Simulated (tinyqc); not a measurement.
# Worked calculation: MOSFET in saturation, small-signal circuit and noise

Numbers from tinyqc (`OMP_NUM_THREADS=1 python tinyqc.py 2150139 2150140 out.jsonl`; about 0.01 s on one thread of a shared Intel Xeon 2.30GHz). Printed values are rounded.

Bias by the inversion coefficient IC = I/Ispec (charge-based model with velocity saturation; weak inversion below 0.1, strong above 10). Common-source circuit: gm, gds, Cgs, Cgd and Cj at the inner nodes, Rg in series with the gate; quasi-static, no source or drain resistance, no gate-body capacitance, no substrate network, no induced gate noise, so fmax is an upper estimate.

Parameters, values chosen for the exercise: temperature T = 325 K; gate length L = 180 nm; total gate width W = 5 um; gate capacitance Cox = 1.5 uF/cm^2; mobility mu = 320 cm^2/(V s); slope factor n = 1.35; velocity-saturation length Ls = 10 nm; ratio gds/gm sg = 0.017; overlap and fringe capacitance per side Cov = 0.41 fF/um; drain junction capacitance Cj = 0.59 fF/um; sheet resistance of the gate Rsh = 10 ohm; finger width Wf = 4 um; gate contact and vertical resistance Rc = 50 ohm um; inversion coefficient IC = 0.063; short-channel excess of the noise factor gw = 0.05; oxide trap density Nt = 5.3e16 cm^-3 eV^-1; tunnelling length into the oxide lt = 0.1 nm; Coulomb scattering coefficient ac = 3000 V s/C; signal frequency f = 0.3 GHz.

Constants: q = 1.602176634e-19 C, kB = 1.380649e-23 J/K, Vt = kB T/q. Results are converted to the units shown.

Range of the model: fmax exceeds 4 fT, where channel resistance and substrate losses, left out here, would cap it.

## Current, transconductance and gain

Ispec = 2 n mu Cox (W/L) Vt^2, lc = Ls/L, gms = [sqrt((lc IC + 1)^2 + 4 IC) - 1]/[2 + lc (lc IC + 1)], gm = gms Ispec/(n Vt), gds = sg gm.

Ispec = 28.2368 uA
I = 1.77892 uA
gms = 0.0593735
gm = 0.0443423 mS
gds = 7.53819e-4 mS
gm/I = 24.9266 1/V

gm/I is 94.2 % of its weak-inversion limit 1/(n Vt); without velocity saturation (lc = 0) gms would be 0.0595.

## Capacitances, gate resistance and cut-off frequencies

qs = [sqrt(1 + 4 IC) - 1]/2, Cgs = Cox W L qs (2 qs + 3)/(3 (qs + 1)^2) + Cov W, Cgd = Cov W, Cd = Cj W, Rg = Rsh (Wf/L)/(12 Nf) + Rc/W with Nf = W/Wf fingers (not rounded) contacted at both ends. fT = gm/(2 pi (Cgs + Cgd)), fmax = fT/(2 sqrt(Rg (gds + 2 pi fT Cgd))).

Cgs = 2.79353 fF
Cgd = 2.05 fF
Cd = 2.95 fF
Rg = 24.8148 ohm
fT = 1.45705 GHz
fmax = 33.1005 GHz

Overlap and fringe make up 84.6 % of the gate capacitance; fmax is 22.7 times fT.

## Admittance matrix

Inner admittances at w = 2 pi f: y11 = i w (Cgs + Cgd), y12 = -i w Cgd, y21 = gm - i w Cgd, y22 = gds + i w (Cgd + Cd). Invert to Z, add Rg to Z11 and invert back to Y.

inner y (mS):
```
                      1                     2
1  0.0000000+0.0091298i  0.0000000-0.0038642i
2  0.0443423-0.0038642i  0.0007538+0.0094248i
```

Y with Rg (mS):
```
                      1                      2
1  0.0000021+0.0091298i  -0.0000009-0.0038642i
2  0.0443414-0.0038742i   0.0007542+0.0094290i
```

## Current gain and unilateral power gain

|h21| = |Y21/Y11|; U = |Y21 - Y12|^2/(4 [Re Y11 Re Y22 - Re Y12 Re Y21]). Extrapolated at 20 dB a decade: f |h21| and f sqrt(U).

|h21| = 4.87526
U = 12173.8
f |h21| = 1.46258 GHz
f sqrt(U) = 33.1005 GHz

f |h21| is 0.38 % above the formula for fT, and f sqrt(U) within 0.01 % of that for fmax.

## Noise at the gate

Channel noise Sid = 4 kB T gam n gm with gam = (1/2 + (2/3) qs)/(1 + qs) + gw lc IC, qs = [sqrt(1 + 4 IC) - 1]/2, lc = Ls/L (the last term an empirical rise with velocity saturation); at the gate, white noise Sw = Sid/gm^2 + 4 kB T Rg. Number fluctuation with correlated mobility: S(f) = K/f, K = q^2 Vt lt Nt/(W L Cox^2) (1 + ac mu Cox I/gm)^2, Vt in eV with Nt per eV. Corner fc = K/Sw. Full shot noise would be 2 q I.

gam = 0.509529
Sid = 5.47454e-25 A^2/Hz
Sid/(2 q I) = 0.960399
sqrt(Sw) = 16.6995 nV/Hz^0.5
K = 2.10528e-11 V^2
fc = 0.0754926 MHz

The gate resistance gives 0.16 % of the white noise power. In weak inversion gm = I/(n Vt), so with gam = 1/2 the thermal formula equals shot noise.
